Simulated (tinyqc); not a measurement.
Worked calculation: tunnelling through a thin dielectric with one trap, as a tight-binding chain. Values are carried at full precision from step to step, so a last printed digit may differ when a step is redone from the rounded ones.

Hopping -t everywhere, t = c/(m a^2), c = hbar^2/2m0; lead sites at 2t (band bottom 0), barrier sites 1 to N at 2t + phi, and site j has U besides. No voltage. Leads give S = -t exp(ika) on sites 1 and N, cos(ka) = 1 - E/(2t). T = (2 t sin(ka))^2 |G_1N|^2, G = (E - H - S)^-1. In the barrier cosh(q a) = 1 + (phi - E)/(2t).

Constants: hbar^2/2m0 = 3.80998211 eV angstrom^2; hbar = 6.58211957e-16 eV s.

Parameters, chosen for this exercise (barrier and mass of the size used for SiO2 on silicon; not measured data):
- a = 3 angstrom (site spacing)
- m = 0.48 m0 (mass, the same in leads and barrier)
- phi = 2.95 eV (conduction edge of the barrier above that of the leads)
- U = -2.54 eV (extra energy on the trap site)
- E = 1.98 eV (electron energy)
- N = 11 (barrier sites)
- j = 9 (site of the trap)

## Scales

Form t, ka, q a, and the level of the trap in an endless barrier, Eb = phi + 2t - sqrt(4 t^2 + U^2).

t = 0.8819 eV
ka = 1.69363 rad
q a = 1.00580
Eb = 1.6215 eV

## The matrix E - H - S

Fill it in.

E - H - S (eV):
```
[[-2.8419+0.8753i, 0.8819, 0.0000, 0.0000, 0.0000, 0.0000, 0.0000, 0.0000, 0.0000, 0.0000, 0.0000],
 [0.8819, -2.7339, 0.8819, 0.0000, 0.0000, 0.0000, 0.0000, 0.0000, 0.0000, 0.0000, 0.0000],
 [0.0000, 0.8819, -2.7339, 0.8819, 0.0000, 0.0000, 0.0000, 0.0000, 0.0000, 0.0000, 0.0000],
 [0.0000, 0.0000, 0.8819, -2.7339, 0.8819, 0.0000, 0.0000, 0.0000, 0.0000, 0.0000, 0.0000],
 [0.0000, 0.0000, 0.0000, 0.8819, -2.7339, 0.8819, 0.0000, 0.0000, 0.0000, 0.0000, 0.0000],
 [0.0000, 0.0000, 0.0000, 0.0000, 0.8819, -2.7339, 0.8819, 0.0000, 0.0000, 0.0000, 0.0000],
 [0.0000, 0.0000, 0.0000, 0.0000, 0.0000, 0.8819, -2.7339, 0.8819, 0.0000, 0.0000, 0.0000],
 [0.0000, 0.0000, 0.0000, 0.0000, 0.0000, 0.0000, 0.8819, -2.7339, 0.8819, 0.0000, 0.0000],
 [0.0000, 0.0000, 0.0000, 0.0000, 0.0000, 0.0000, 0.0000, 0.8819, -0.1939, 0.8819, 0.0000],
 [0.0000, 0.0000, 0.0000, 0.0000, 0.0000, 0.0000, 0.0000, 0.0000, 0.8819, -2.7339, 0.8819],
 [0.0000, 0.0000, 0.0000, 0.0000, 0.0000, 0.0000, 0.0000, 0.0000, 0.0000, 0.8819, -2.8419+0.8753i]]
```

## Transmission

Invert the matrix; T = (2 t sin(ka))^2 |G_1N|^2.

first row of G (1/eV): [-0.3542-0.1230i, -0.1295-0.04501i, -0.04738-0.01646i, -0.01732-0.006019i, -0.006326-0.002198i, -0.002286-0.0007949i, -0.0007604-0.0002660i, -7.097e-05-2.949e-05i, 0.0005404+0.0001746i, 0.0001898+6.786e-05i, 4.787e-05+3.580e-05i]

T = 1.095e-08

Without the trap T is 4.85e-10: the trap changes it by a factor 22.6 at this energy.

## The resonance

Resonance: the lowest eigenvalue of H + S(E), iterated until its real part equals E (40 rounds from Eb = phi + 2t - sqrt(4t^2 + U^2), the level in an endless barrier). With v the normalised squared amplitudes of that state, Gamma_L = 2 t sin(ka) v_1, Gamma_R = 2 t sin(ka) v_N; Breit-Wigner T = Gamma_L Gamma_R/((E - Er)^2 + (Gamma_L + Gamma_R)^2/4).

Find Er, the two widths, the peak height 4 Gamma_L Gamma_R/(Gamma_L + Gamma_R)^2 and the escape time hbar/(Gamma_L + Gamma_R).

Er = 1.6247 eV

widths (meV): left 9.833e-06, right 10.92

peak height = 3.603e-06
escape time = 60.3 fs

squared amplitudes: [0.0000, 0.0000, 0.0000, 0.0000, 0.0001, 0.0008, 0.0080, 0.0811, 0.8250, 0.0789, 0.0062]

The nearby leads move the level 3.2 meV above its value in an endless barrier. The trap is closer to the right lead, which takes 100.0 % of the escapes.

## Checks

- T at Er from the chain against the Breit-Wigner peak: both 3.60e-06.
- T without trap against the closed form for a lattice barrier: both 4.850e-10.

(tinyqc, `OMP_NUM_THREADS=1 python tinyqc.py 1451857 1451858 out.jsonl`, Intel(R) Xeon(R) Processor @ 2.30GHz, 1 thread, shared host, about 0.06 s.)
